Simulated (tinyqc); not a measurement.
p-n diode, drift-diffusion by the Gummel loop with Scharfetter-Gummel fluxes: one step of the calculation.

Abrupt junction at x = 0, p side from -Lp, n side to Ln, ohmic contacts. psi is counted from the intrinsic level; n = ni exp((psi - phin)/Vt), p = ni exp((phip - psi)/Vt). Contacts: p side psi = V - Vt ln(Na/ni), p = Na, n = ni^2/Na; n side psi = Vt ln(Nd/ni), n = Nd, p = ni^2/Nd. Constant mobilities, D = mu Vt, Boltzmann statistics, SRH recombination through a mid-gap level, U = (n p - ni^2)/(tp (n + ni) + tn (p + ni)). Current is positive from the p contact to the n contact.

Question. Recombination and current. U_i as defined. J = Jn at the p contact + Jp at the n contact + q sum w_i U_i - q G sum w_i over the inner nodes, which avoids differences of large majority fluxes: Jn = (q mun Vt/h_0)[n_1 B(d_0) - n_0 B(-d_0)], Jp = (q mup Vt/h_last)[p_(N-1) B(d_last) - p_N B(-d_last)], d_i = (psi_(i+1) - psi_i)/Vt, B(d) = d/(exp(d) - 1), w_i = (h_(i-1) + h_i)/2.

Values chosen for this exercise; band and dielectric values close to those of In0.53Ga0.47As:

| symbol | value | unit | meaning |
|---|---|---|---|
| T | 300 | K | temperature |
| mun | 7600 | cm^2/(V s) | electron mobility |
| mup | 240 | cm^2/(V s) | hole mobility |
| tn | 6e-10 | s | SRH lifetime of electrons |
| tp | 6e-7 | s | SRH lifetime of holes |
| G | 0 | cm^-3 s^-1 | uniform generation rate |

Constants: q = 1.602176634e-19 C, kB = 1.380649e-23 J/K, Vt = kB T/q. Results are converted to the units shown.

```
node  x (nm)  converged psi (V)  converged n (cm^-3)  converged p (cm^-3)
0      -5600        -0.03385044          1.0701925e8               7.7e15
1      -3390        -0.03386382         7.3018194e10         7.7000726e15
2      -2010        -0.03387078         1.3211896e11         7.7001312e15
3      -1140        -0.03387401         1.7903137e11         7.7001318e15
4       -608        -0.03385289         2.1284976e11         7.6934107e15
5       -274        -0.03254971         2.4786366e11         7.3150100e15
6        -65        -0.00307085         8.0449322e11         2.3387388e15
7         65         0.17019251         6.5625444e14         2.8682275e12
8        234         0.22161895         4.7973616e15         3.7564027e11
9        454         0.22667670         5.8340522e15         2.6336725e11
10       741         0.22695829         5.8979712e15         1.9553302e11
11      1110         0.22696734         5.9000663e15         1.1153991e11
12      1600         0.22696688               5.9e15          1.3966918e8
```

ni = 9.0777100e11 cm^-3

Find: U; Jn at the p contact; Jp at the n contact; recombination; generation; J.

Answer.

U, node 0 to 12 (cm^-3 s^-1): [0, 1.078e20, 1.938e20, 2.613e20, 3.095e20, 3.565e20, 7.736e20, 4.772e18, 6.257e17, 4.386e17, 3.256e17, 1.856e17, 0]
Jn at the p contact = 0.01039 A/cm^2
Jp at the n contact = 0.002260 A/cm^2
recombination = 0.01534 A/cm^2
generation = 0 A/cm^2
J = 0.02799 A/cm^2

Numbers from tinyqc (`OMP_NUM_THREADS=1 python tinyqc.py 2240064 2240065 out.jsonl`; about 0.2 s on one thread of a shared Intel Xeon 2.30GHz).
